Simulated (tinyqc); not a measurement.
Two-dimensional dopant profile at a mask edge: lateral junction, overlap and effective channel length. Changing the channel doping C_B. Computed by tinyqc, a small Python program. Command: `OMP_NUM_THREADS=1 python tinyqc.py 3013611 3013612 out.jsonl lateral sweep`. One thread of a shared host (Intel(R) Xeon(R) Processor @ 2.30GHz), about 0.01 s of CPU time with the checks.

Ions enter for y < 0; the mask (spacer, then gate) covers y > 0. x is the depth. The surface reflects dopant during the anneal.

Inputs (values chosen for the exercise, modelled on a source-drain extension in silicon):
```
quantity               value    unit
dose Q               1.5e+15  1/cm^2
projected range R_p       35      nm
vertical straggle         14      nm
lateral straggle          16      nm
anneal budget D t      4e-13    cm^2
gate length L_g          220      nm
offset spacer             18      nm
oxide thickness          3.4      nm
```

Constants: eps_0 = 8.8541878128e-12 F/m.

Method:
- Widths s_x^2 = (vertical straggle)^2 + 2 D t, s_y^2 = (lateral straggle)^2 + 2 D t. C(x, y) = V(x) (1/2) erfc(y/(sqrt2 s_y)), V(x) = Q/(sqrt(2 pi) s_x) [exp(-(x - R_p)^2/(2 s_x^2)) + exp(-(x + R_p)^2/(2 s_x^2))]; 1 nm = 1e-7 cm.
- The vertical junction far from the mask solves V(x) = C_B.
- The lateral junction at depth x solves C = C_B: y_j(x) = sqrt2 s_y erfc^-1(2 C_B/V(x)). Overlap under the gate = y_j(0) - spacer; metallurgical channel L_met = L_g - 2 overlap (tails from the two sides are not added).
- Abruptness at y_j(0) in nm per decade = ln(10) s_y sqrt(pi/2) exp(u^2) erfc(u), u = y_j/(sqrt2 s_y). Overlap capacitance per width = 3.9 eps_0 overlap/t_ox (zero if there is no overlap).

One run for each value; columns: (1) channel doping C_B (1/cm^3); (2) lateral junction y_j(0) (nm); (3) vertical junction x_j (nm); (4) metallurgical channel L_met (nm); (5) lateral abruptness (nm/decade):
```
(1)          (2)     (3)     (4)     (5)
3.00e+16  61.676  107.01  132.65  11.646
6.80e+16  57.409  103.80  141.18  12.392
1.50e+17  53.006  100.55  149.99  13.262
3.40e+17  48.103   97.01  159.79  14.374
7.70e+17  42.758   93.26  170.48  15.803
1.70e+18  37.021   89.37  181.96  17.655
3.90e+18  30.185   84.98  195.63  20.446
8.90e+18  22.130   80.20  211.74  24.922
```

Over the rows, lateral junction y_j(0) (nm) falls from 61.7 to 22.1 (exponent d ln y / d ln x -0.088 between the first rows and -0.38 between the last); vertical junction x_j (nm) falls from 107 to 80.2 (exponent d ln y / d ln x -0.037 between the first rows and -0.070 between the last); metallurgical channel L_met (nm) rises from 133 to 212 (exponent d ln y / d ln x 0.076 between the first rows and 0.096 between the last). A heavier channel (or halo) pushes both junctions back along the tails, where the profile is less steep on a logarithmic scale. Left out: 2.00e19 (the surface is not inverted by the implant).

Caution (all rows): the profile peaks below the surface, where the junction reaches further under the gate than y_j(0); the overlap given is the one at the surface.

Extremes, crossings and ranges named in words are read from the listed rows.
